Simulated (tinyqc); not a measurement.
Model parameters from four stresses.

Question. The threshold shift of a transistor under bias-temperature stress follows dV = A (V/V0)^g exp[-(Ea q/kB)(1/T - 1/T0)] (t/1 s)^n. Find n, A, g and Ea.

Inputs (values chosen for the exercise): reference stress voltage V0 = 1.8 V; reference temperature T0 = 373 K.

Constants: q = 1.602176634e-19 C, kB = 1.380649e-23 J/K. Results are converted to the units shown.

dV at (V0, T0, 10 s), (V0, T0, 1000 s), (1.5 V, T0, 1000 s) and (V0, 398 K, 1000 s) (mV): [26.623951, 58.246858, 25.179017, 72.215538]

Solution. Each pair differs in one condition, and the logarithm of its ratio gives one exponent.

n = 0.1700
A = 18.00 mV
g = 4.600
Ea = 0.1100 eV

Computed by the program tinyqc: `OMP_NUM_THREADS=1 python tinyqc.py 2070118 2070119 out.jsonl`, one thread of a shared Intel Xeon 2.30GHz, about 0.01 s for the whole run.
